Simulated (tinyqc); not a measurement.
Band-to-band tunnelling and avalanche in a reverse-biased abrupt junction. Changing the temperature T. Computed by tinyqc, a small Python program. Command: `OMP_NUM_THREADS=1 python tinyqc.py 3019339 3019340 out.jsonl zener sweep`. One thread of a shared host (Intel(R) Xeon(R) Processor @ 2.30GHz), about 0.03 s of CPU time with the checks.

Direct Kane tunnelling in the local field (for indirect gaps the mass is an effective fit) and one ionisation coefficient for both carriers. N is the doping of the light side, or N_A N_D/(N_A + N_D) for the symmetric junction; the built-in voltage is taken as E_g/e.

Inputs (values chosen for the exercise, modelled on silicon): band gap at 300 K, E_g = 1.09 eV; gap narrowing with temperature, -dE_g/dT = 0.25 meV/K; reduced tunnelling mass m_r = 0.18 m_0; permittivity eps = 11.7; ionisation prefactor a = 1.1e+06 1/cm; ionisation field at 300 K, b = 1.53e+06 V/cm; relative rise of b with temperature = 3.9 1e-4/K; effective doping N = 1.8e+17 1/cm^3; reverse bias V_R = 0.74 V; current density that defines tunnel breakdown, J_0 = 0.1 A/cm^2.

Junction: symmetric.

Constants: eps_0 = 8.8541878128e-12 F/m; e = 1.602176634e-19 C; m_0 = 9.1093837015e-31 kg; hbar = 1.054571817e-34 J s.

Method:
- E_g(T) = E_g - (T - 300 K)(-dE_g/dT); b(T) = b [1 + (rise)(T - 300 K)]; w = sqrt(2 eps eps_0 (V_R + E_g/e)/(e N)); F_m = 2 (V_R + E_g/e)/w; the field falls linearly from F_m to 0 on both sides.
- Kane: G(F) = A F^2 exp(-B/F), A = e^2 sqrt(m_r)/(18 pi hbar^2 sqrt(E_g)), B = pi sqrt(m_r) E_g^(3/2)/(2 e hbar), SI units; J = e int G dx x V_R/(V_R + E_g/e), the last factor making J vanish at zero bias; int G dx = (w/F_m) int_0^F_m G dF by 64 Gauss-Legendre points.
- Avalanche: I = (w/F_m) int_0^F_m a exp(-b/F) dF by 64 Gauss-Legendre points, M = 1/(1 - I), breakdown at I = 1.
- V_Z solves J = J_0 and V_A solves I = 1; the lower one is the breakdown voltage; temperature coefficients by a central difference of +/- 10 K.

One run for each value:
```
temperature T (K)  tunnel current density (A/cm^2)  tunnel breakdown V_Z (V)  avalanche breakdown V_A (V)
150                                     3.7442e-34                    31.458                       7.8567
200                                     1.2493e-33                    30.512                       8.1407
250                                     4.1640e-33                    29.584                       8.4276
300                                     1.3863e-32                    28.674                       8.7173
350                                     4.6096e-32                    27.781                       9.0098
400                                     1.5309e-31                    26.906                       9.3051
450                                     5.0780e-31                    26.049                       9.6032
```

Over the rows, tunnel current density (A/cm^2) rises from 3.74e-34 to 5.08e-31 (exponent d ln y / d ln x 4.2 between the first rows and 10 between the last); tunnel breakdown V_Z (V) falls from 31.5 to 26.0 (exponent d ln y / d ln x -0.11 between the first rows and -0.27 between the last); avalanche breakdown V_A (V) rises from 7.86 to 9.60 (exponent d ln y / d ln x 0.12 between the first rows and 0.27 between the last). J changes by a factor 1360 over 300 K, only through E_g; a current activated by half the gap at 300 K would change by about 1e12.
